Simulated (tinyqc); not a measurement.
Small-signal admittance of a forward-biased p+-n diode: two steps of the calculation.

Holes injected into a neutral base of width wb with an ohmic contact at its end; low injection, p0 far above the equilibrium density. A small voltage v exp(i w t), w = 2 pi f, modulates the edge density by p0 v/Vt, and the small-signal density obeys Dp d2p/dx2 = (1/tau + i w) p.

Parameters, values chosen for the exercise; permittivity close to that of gallium arsenide: temperature T = 350 K; relative permittivity eps_r = 12.9; donor density of the base Nd = 1.5e15 cm^-3; hole diffusion coefficient Dp = 9.4 cm^2/s; hole lifetime tau = 5e-8 s; width of the neutral base wb = 6.2 um; excess hole density at the junction edge p0 = 9.9e11 cm^-3; acceptor density of the p+ side Na = 5e18 cm^-3; signal frequency f = 2.6e6 Hz.

Constants: q = 1.602176634e-19 C, kB = 1.380649e-23 J/K, Vt = kB T/q, eps0 = 8.8541878128e-14 F/cm where lengths are in cm. Results are converted to the units shown.

Problem 1. Closed-form admittance. L = sqrt(Dp tau); direct current J = (q Dp p0/L) coth(wb/L); k = sqrt(1 + i w tau)/L; diffusion admittance Y = (q Dp p0/Vt) k coth(k wb) = G + i w C_diff; junction capacitance C_j = sqrt(q eps0 eps_r Nd/(2 Vr)) in the depletion approximation, with the remaining barrier Vr = Vt ln(Na/p0), a rough value under forward bias; base-width modulation is left out.

Find: L; J; k wb; Y; C_diff; C_j.

Solution 1.

L = 6.856 um
J = 0.003027 A/cm^2
k wb = 0.9680+0.3451i
Y = 0.1010+0.0160i S/cm^2
C_diff = 9.786e-4 uF/cm^2
C_j = 0.01717 uF/cm^2

G is 1.01 times its low-frequency value J/Vt, and C_diff is 0.0570 times C_j.

Problem 2. The same by finite differences. 6 equal intervals, h = wb/6; u = small-signal density over its edge value, u_0 = 1, u_6 = 0; u_(i-1) + b u_i + u_(i+1) = 0 with b = -2 - h^2 (1/tau + i w)/Dp; Y = (q Dp p0/(Vt h)) (-b/2 - u_1), which includes the half box at the edge.

Wanted: b; u; Y on the mesh.

Solution 2.

b = -2.023-0.019i
u, node 1 to 5: 0.7996-0.0248i  0.6178-0.0353i  0.4507-0.0352i  0.2945-0.0275i  0.1454-0.0149i
Y on the mesh = 0.1013+0.0163i S/cm^2

Computed by the program tinyqc: `OMP_NUM_THREADS=1 python tinyqc.py 2890165 2890166 out.jsonl`, one thread of a shared Intel Xeon 2.30GHz, about 0.01 s for the whole run.
